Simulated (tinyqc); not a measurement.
Inside a calculation. Model: longitudinal sound in a periodic multilayer: transfer matrices, stop bands and folded phonons. Computed by tinyqc, a small Python program that keeps every step. Command: `OMP_NUM_THREADS=1 python tinyqc.py 3022240 3022241 out.jsonl multilayer walk`. One thread of a shared host (Intel(R) Xeon(R) Processor @ 2.30GHz), about 0.01 s of CPU time with the checks. Intermediate numbers are printed to about 5 digits and carried at full precision; extremes and crossings named in words are read from the listed rows.

Layers 1 and 2 repeat with period d = d_1 + d_2; waves travel normal to the layers, without loss. State vector (u, s): displacement u and stress divided by omega. Impedances Z = rho v are in 1e6 kg/(m^2 s).

Inputs (values chosen for the exercise, modelled on silica (layer 1), silicon nitride (layer 2) and gallium arsenide (substrate)):
```
quantity                    value    unit
density rho_1                 2.2  g/cm^3
velocity v_1                 5920     m/s
thickness d_1                11.8      nm
density rho_2                3.06  g/cm^3
velocity v_2                 9910     m/s
thickness d_2                19.8      nm
substrate density            5.28  g/cm^3
substrate velocity           4790     m/s
periods N                       2       -
frequency f                   114     GHz
optical wave vector q d/pi  0.034       -
```

## Impedances, mean velocity and Bragg frequency

Z = rho v; interface reflection r = (Z_2 - Z_1)/(Z_2 + Z_1) (stress amplitude, from 1 into 2); Bragg frequency f_B = 1/[2 (d_1/v_1 + d_2/v_2)]; long-wave velocity v_eff = d/sqrt[(d_1/v_1)^2 + (d_2/v_2)^2 + (Z_1/Z_2 + Z_2/Z_1)(d_1/v_1)(d_2/v_2)].

Z_1 = 13.024

Z_2 = 30.3246

Z of the substrate = 25.2912

interface reflection r = 0.39910

Bragg frequency f_B = 125.27 GHz

long-wave velocity v_eff = 7259.5 m/s

## Transfer matrix of one period

A layer maps (u, s) by [[cos p, sin p/Z], [-Z sin p, cos p]], p = 2 pi f d_i/v_i; one period is M = M_2 M_1, and cos(q d) = trace(M)/2.

phase p_1 = 1.4277 rad

phase p_2 = 1.4311 rad

M:
```
          1         2
1  -0.40111  0.015237
2   -6.0763   -2.2623
```

trace(M)/2 = -1.3317

|trace/2| > 1: f lies in a stop band, and the amplitude falls by a factor 2.211 a period.

## Transmission through N periods

For N periods A = M^N. A wave comes from a thick layer of material 1 and leaves into the substrate (Z_s): transmitted power T = 4 Z_1 Z_s/|Z_1 A_22 + Z_s A_11 - i (Z_1 Z_s A_12 - A_21)|^2, reflected power R = 1 - T.

A = M^N:
```
          1          2
1  0.068305  -0.040581
2    16.184     5.0253
```

transmitted power T = 0.24463

T in decibel = -6.1150 dB

## The first stop band

Gap m contains m f_B; its edges, where trace(M)/2 = (-1)^m, are found by root search. Weak-contrast estimate of the width: (4 f_B/pi) |r sin(m pi a)|, a = (d_1/v_1)/(d_1/v_1 + d_2/v_2).

lower edge = 92.533 GHz

upper edge = 158.02 GHz

width/f_B = 52.271 %

transmitted power at f_B = 0.23255

## The first four gaps

The formulas are those given above.

Stop bands (GHz):
```
m  lower edge  upper edge   width  weak-contrast estimate
1       92.53      158.02  65.483                  63.659
2      250.43      250.67   0.237                   0.237
3      343.08      408.57  65.482                  63.658
4      500.86      501.34   0.475                   0.475
```

With a = 0.499, gap 1 is the widest and gap 2 the narrowest: the layers are near a quarter wave each at f_B, so the even gaps almost close. The weak-contrast estimate misses the first width by -2.8 % at |r| = 0.40. Odd gaps open at the edge of the folded zone (q = pi/d), even ones at its centre.

## Mirror strength against the number of periods

The formulas are those given above.

Transmitted power:
```
N     T at f_B  T at f_B (dB)      T at f
1      0.77671        -1.0974     0.77874
2      0.23255        -6.3349     0.24463
3     0.047584        -13.225    0.054948
4    0.0089523        -20.481    0.011458
6   3.0593e-04        -35.144  4.8166e-04
8   1.0411e-05        -49.825  2.0154e-05
12  1.2053e-08        -79.189  3.5274e-08
16  1.3953e-11        -108.55  6.1736e-11
24  1.8702e-17        -167.28  1.8911e-16
```

At f_B each further period removes 7.34 dB at large N, which is 20 log10 of the impedance ratio, 7.34 dB, as for a quarter-wave stack; 99 % reflection needs N = 4 among these rows. At f, in a stop band, T decays as well. Values below about 1e-6 belong to the ideal stack: roughness and scattering into other modes, left out here, set a floor in a real one.

## Folded doublet seen in light scattering

Light transfers the wave vector q. Solve trace(M)/2 = cos(q d) on the first branch (Brillouin line) and on the two branches around 2 f_B (first folded doublet); 1/cm = 29.9792458 GHz.

Brillouin line = 3.9051 GHz

lower folded mode = 246.64 GHz

upper folded mode = 254.46 GHz

centre of the doublet = 8.3574 1/cm

splitting / twice the Brillouin frequency = 1.0005

The doublet is split by about twice the Brillouin frequency, as for a folded straight line; its centre measures the period.

Checks made by the program: trace against Rytov's formula cos p_1 cos p_2 - (1/2)(Z_1/Z_2 + Z_2/Z_1) sin p_1 sin p_2 (relative difference below 1e-10).
